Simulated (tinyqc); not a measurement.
# Changing the void surface energy gamma

Model: nucleation and growth of vacancy voids in a cooling silicon-like crystal. Computed by tinyqc, a small Python program. Command: `OMP_NUM_THREADS=1 python tinyqc.py 3013519 3013520 out.jsonl voids sweep`. One thread of a shared host (Intel(R) Xeon(R) Processor @ 2.30GHz), about 0.2 s of CPU time with the checks.

Spherical voids; vacancies are lost only to voids.

Inputs (values chosen for the exercise, for a model crystal):
```
quantity                                    value    unit
vacancy density at the melting point C_m    8e+14  1/cm^3
formation energy E_f                         4.16      eV
melting point T_m                            1685       K
diffusion prefactor D0                     0.0003  cm^2/s
migration energy E_m                          0.5      eV
site density rho                            5e+22  1/cm^3
cooling rate q                                1.8   K/min
vacancy excess C0                         6.4e+13  1/cm^3
temperature step                              0.2       K
```

Vacancy supply: given.

Constants: k_B = 8.617333262e-05 eV/K; k_B = 1.380649e-23 J/K.

Method:
- C = C0 as given.
- C_e = C_m exp[-(E_f/k_B)(1/T - 1/T_m)]; D = D0 exp(-E_m/(k_B T)); f = k_B T ln(C/C_e); r* = 2 gamma/(rho f); W* = 16 pi gamma^3/(3 rho^2 f^2); Z = f/sqrt(12 pi W* k_B T); I = rho Z (4 pi r* D C) exp(-W*/(k_B T)).
- March down from 1500 K in steps dT, dt = dT/q, with values at the upper end of each step: a class of I dt voids is born with r*; then all classes grow by r^2 += 2 D (C - C_e) dt/rho; C falls by the vacancies added to voids. Stop at 1150 K. T_n is the T of the largest I, N the final count (classes under 1e-6 /cm^3 are dropped), and the mean radius the number average.

One run for each value:
```
void surface energy gamma (J/m^2)  temperature of peak nucleation T_n (K)  void density N (1/cm^3)  mean radius (nm)
0.700                                                              1425.8               2.3337e+07            23.443
0.767                                                              1407.2               2.2681e+07            23.640
0.833                                                              1388.0               2.2592e+07            23.641
0.967                                                              1345.0               2.3787e+07            23.165
1.030                                                              1323.2               2.4948e+07            22.760
1.100                                                              1297.6               2.6726e+07            22.194
```

Give the missing row, void surface energy gamma (J/m^2) = 0.900.

Computed row:
```
void surface energy gamma (J/m^2)  temperature of peak nucleation T_n (K)  void density N (1/cm^3)  mean radius (nm)
0.900                                                              1367.0               2.2973e+07            23.475
```

Interpolating between the two neighbouring rows (linearly) misses most in void density N (1/cm^3), by 0.94 %. Over the rows, temperature of peak nucleation T_n (K) falls from 1430 to 1300 (exponent d ln y / d ln x -0.14 between the first rows and -0.30 between the last); void density N (1/cm^3) goes from 2.33e7 through a minimum among these rows, 2.26e7 at 0.833, to 2.67e7; mean radius (nm) goes from 23.4 through a maximum among these rows, 23.6 at 0.833, to 22.2. The surface energy sets the supersaturation needed and so T_n; N and r respond far less than the rate at fixed T would.

Extremes, crossings and ranges named in words are read from the listed rows.
